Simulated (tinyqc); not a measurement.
From results back to parameters: donors with valley-orbit split 1s states.

Problem. The electron density is given and ND is hidden.

Each donor binds at most one electron, in any of its states. For a site s, W_s = sum over its states of g exp(E/kT), and the ionised share is 1/(1 + W_s exp(eta)), eta = (EF - Ec)/kT; n = Nc F_1/2(eta); neutrality n + NA = ND x (mean ionised share); holes are neglected. Nc from N = 2 (m kB T/(4 pi c))^(3/2) with c = hbar^2/2m0, in 1/angstrom^3; times 1e24 for 1/cm^3, m = md. F_j(eta) = (1/Gamma(j + 1)) integral_0^infinity x^j dx/(1 + exp(x - eta)), which tends to exp(eta) for eta << 0.

Constants: hbar^2/2m0 = 3.80998211 eV angstrom^2; kB = 8.617333262e-05 eV/K.

Parameters, chosen for this exercise (near those of P in Si; the results hold for these values, not for the real material): md = 1.062 m0 (density-of-states mass of the conduction band); E = (44.4, 32.2, 31.6) meV (binding energies of 1s(A1), 1s(T2), 1s(E)); g = (2, 6, 4) (their degeneracies with spin); T = 200 K; NA = 0 1/cm^3 (compensating acceptors, all ionised).

n = 8.6487e+15 1/cm^3

Find: eta; mean ionised share; ND.

Solution. n/Nc gives eta, eta and W_s give the ionised share, and ND = (n + NA)/share.

eta = -7.455
mean ionised share = 0.950
ND = 9.1e+15 1/cm^3

tinyqc: `OMP_NUM_THREADS=1 python tinyqc.py 1681177 1681178 out.jsonl`; about 0.01 s, one thread, shared Intel(R) Xeon(R) Processor @ 2.30GHz.
